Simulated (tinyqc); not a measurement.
Raising U: Hubbard ring of 6 sites, mean field against exact. Computed by the program tinyqc. Command: `OMP_NUM_THREADS=1 python tinyqc.py 113028 113029 out.jsonl`; one thread of a shared host (Intel(R) Xeon(R) Processor @ 2.60GHz), about 7 s.

one-body matrix (hopping and site energies) (eV):
```
         1        2        3        4        5        6
1   0.0000  -0.6500   0.0000   0.0000   0.0000  -0.6500
2  -0.6500   0.0000  -0.6500   0.0000   0.0000   0.0000
3   0.0000  -0.6500   0.0000  -0.6500   0.0000   0.0000
4   0.0000   0.0000  -0.6500   0.0000  -0.6500   0.0000
5   0.0000   0.0000   0.0000  -0.6500   0.0000  -0.6500
6  -0.6500   0.0000   0.0000   0.0000  -0.6500   0.0000
```

electrons, up and down: 3  3

Collinear unrestricted mean field (the lowest of 40 random starts) against exact diagonalisation.

Exact and mean-field results (eV):

| U | U/t | E exact | E mean field | mean \|n_up - n_down\| | double occupancy, exact | first gap in the sector |
|---|---|---|---|---|---|---|
| 0.3300 | 0.5077 | -4.721891 | -4.705000 | 0.0000 | 0.2329 | 1.1879 |
| 0.6500 | 1.0000 | -4.290753 | -4.225000 | 0.0000 | 0.2161 | 1.0766 |
| 1.3000 | 2.0000 | -3.516147 | -3.250000 | 0.0000 | 0.1808 | 0.8535 |
| 1.9500 | 3.0000 | -2.881680 | -2.373333 | 0.5539 | 0.1446 | 0.6556 |
| 2.6000 | 4.0000 | -2.384659 | -1.843609 | 0.7578 | 0.1111 | 0.5007 |
| 3.9000 | 6.0000 | -1.721536 | -1.265943 | 0.8914 | 0.0637 | 0.3153 |
| 5.2000 | 8.0000 | -1.331285 | -0.960250 | 0.9384 | 0.0391 | 0.2266 |
| 7.8000 | 12.0000 | -0.909907 | -0.645549 | 0.9724 | 0.0186 | 0.1474 |
| 13.0000 | 20.0000 | -0.554130 | -0.389030 | 0.9900 | 0.0070 | 0.0884 |

In absolute terms mean field is worst at U/t = 4.0, 0.541 eV too high: at small U it is nearly exact, and at large U it misses only exchange-scale energies. Its local moments set in at U/t = 3.0 of those listed, a broken symmetry that the exact state of a finite cluster with equal spins does not have. Relative to the exact energy its error is 0.4 % at the smallest U, 30 % at most and 30 % at the largest. The double occupancy falls from 0.233 to 0.007; at the largest U the first gap is 0.68 times the exchange scale 4t^2/U.
